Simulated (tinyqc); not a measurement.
What each oscillator parameter does: Lorentz oscillators and the Kramers-Kronig relations.

eps(E) = 1 + sum_j S_j/(E0_j^2 - E^2 - i G_j E).

n + i k = sqrt(eps1 + i eps2) with k >= 0; R = ((n - 1)^2 + k^2)/((n + 1)^2 + k^2) at normal incidence from vacuum; alpha = 2 E k/(hbar c), times 1e8 for 1/cm; loss function Im(-1/eps) = eps2/(eps1^2 + eps2^2).

Parameters, chosen for this exercise (line positions loosely like those of GaAs; Lorentz tails absorb below the gap, where the real solid is clear; the results hold for these values, not for the real material):

| symbol | value | unit | meaning |
|---|---|---|---|
| E0 | (2.99, 4.92, 6.45) | eV | resonances |
| G | (0.49, 0.61, 1.66) | eV | widths |
| S | (19.7, 86.1, 37.8) | eV^2 | strengths |
| E | 7.85 | eV | photon energy |

At the energy E.

Results for these values:

| case | eps1 | eps2 | n | k | R |
|---|---|---|---|---|---|
| base | -2.962 | 1.180 | 0.336 | 1.754 | 0.723 |

What happens to each result for E0 = (2.99, 4.92, 6.773) eV, all else kept?

Answer: eps1 falls from -2.962 to -3.061; eps2 rises from 1.180 to 1.496; n rises from 0.336 to 0.416; k rises from 1.754 to 1.798; R falls from 0.723 to 0.682.

The same for each parameter in turn:

| case | eps1 | eps2 | n | k | R |
|---|---|---|---|---|---|
| base | -2.962 | 1.180 | 0.336 | 1.754 | 0.723 |
| E0 = (2.99, 4.92, 6.773) eV | -3.061 | 1.496 | 0.416 | 1.798 | 0.682 |
| G = (0.49, 0.61, 2.49) eV | -2.603 | 1.261 | 0.380 | 1.657 | 0.673 |
| S = (19.7, 86.1, 45.36) eV^2 | -3.227 | 1.353 | 0.369 | 1.834 | 0.718 |
| E = 8.242 eV | -2.406 | 0.834 | 0.265 | 1.574 | 0.740 |

Program tinyqc; command `OMP_NUM_THREADS=1 python tinyqc.py 1682512 1682513 out.jsonl`; about 0.2 s on one thread of a shared Intel(R) Xeon(R) Processor @ 2.30GHz.
